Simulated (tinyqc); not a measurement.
Solubility, supersaturation, precipitation and gettering of an impurity in a silicon-like host: one step, computed by the program tinyqc. Command: `OMP_NUM_THREADS=1 python tinyqc.py 3019222 3019223 out.jsonl ripen walk`. One thread of a shared host (Intel(R) Xeon(R) Processor @ 2.30GHz), about 0.01 s of CPU time with the checks.

The wafer was saturated at T1 and is then held at T.

Problem. Solubility, diffusivity, supersaturation. C_eq(T) = N0 exp(S/k_B - H/(k_B T)); D(T) = D0 exp(-Q/(k_B T)); C0 = C_eq(T1). Supersaturation s = C0/C_eq(T); critical radius r* = 2 gamma/(C_p k_B T ln s); barrier W* = (4 pi/3) gamma r*^2. Strain energy is left out.

Inputs (values chosen for the exercise, modelled on iron in silicon): site density N0 = 5e+22 1/cm^3; enthalpy of solution H = 3.02 eV; entropy of solution S = 8.8 k_B; diffusion prefactor D0 = 0.00084 cm^2/s; migration energy Q = 0.685 eV; temperature of saturation T1 = 1350 K; anneal temperature T = 896 K; impurity density in the precipitate C_p = 2.9e+22 1/cm^3; interface energy gamma = 0.3 J/m^2.

Constants: k_B = 8.617333262e-05 eV/K; k_B = 1.380649e-23 J/K.

Give: C0; C_eq(T); D(T); supersaturation s; critical radius r*; W*/(k_B T).

Solution.

C0 = 1.764e+15 1/cm^3

C_eq(T) = 3.420e+09 1/cm^3

D(T) = 1.178e-07 cm^2/s

supersaturation s = 5.159e+05

critical radius r* = 0.1271 nm

W*/(k_B T) = 1.642

Caution: the barrier to homogeneous nucleation is below 35 k_B T for these inputs, so new precipitates would form and outnumber the fixed sinks assumed here. Caution: a critical radius of atomic size is outside the capillary model.
